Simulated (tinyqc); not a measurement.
Strength of the attraction: Bethe-Salpeter matrix of a two-band square lattice (Tamm-Dancoff form).

One valence and one conduction band, lattice period 1, mesh k = 2 pi j/N along each axis (first index slowest). Pair energies D(k) = Eg + 2 t sum(1 - cos k), t = tc + tv. Screened attraction W(R) = U at R = 0 and V/|R| otherwise, R over the N x N cells with the nearest image; W(q) = sum_R W(R) cos(q R). H(k, k') = D(k) delta - W(k - k')/Nk + 2 J/Nk for singlets (J = 0 for triplets), Nk the number of k points. With a constant transition dipole the strength of a state is f = (sum_k A_k)^2/Nk, and the f sum to 1.

Inputs chosen for the exercise:
- Eg = 2.9 eV (quasiparticle gap)
- tc = 0.1 eV (conduction hopping)
- tv = 0.11 eV (valence hopping)
- U = 1.24 eV (attraction in the same cell)
- V = 0.59 eV (attraction at one cell distance)
- fs = (0.2, 0.4, 0.7, 1, 1.4, 2, 2.6) (scale factors of U and V)

Triplets, N = 24; U and V scaled together, as weaker screening would do. f is the weight at R = 0.

Results:
```
scale    U/t  binding (eV)      f  Eg - second level (eV)
0.20    1.18        0.0457  0.086                  0.0088
0.40    2.36        0.1498  0.241                  0.0293
0.70    4.13        0.3764  0.488                  0.0916
1.0     5.90        0.6598  0.671                  0.1829
1.4     8.27        1.0865  0.809                  0.3382
2.0    11.81        1.7748  0.900                  0.6327
2.6    15.35        2.4880  0.940                  0.9459
```

What can be read from this table?

The binding grows with exponent 1.71 between scales 0.2 and 0.4 and 1.29 over the last two rows (about 2 for a wide, hydrogen-like pair, 1 for a pair held in one cell). f rises from 0.086 to 0.940. On this mesh a second level lies below the gap from scale 0.2 on; in an infinite lattice the tail V/|R| binds a whole series at any scale. 

Program tinyqc; command `OMP_NUM_THREADS=1 python tinyqc.py 1280892 1280893 out.jsonl`; about 0.9 s on one thread of a shared Intel(R) Xeon(R) Processor @ 2.30GHz.
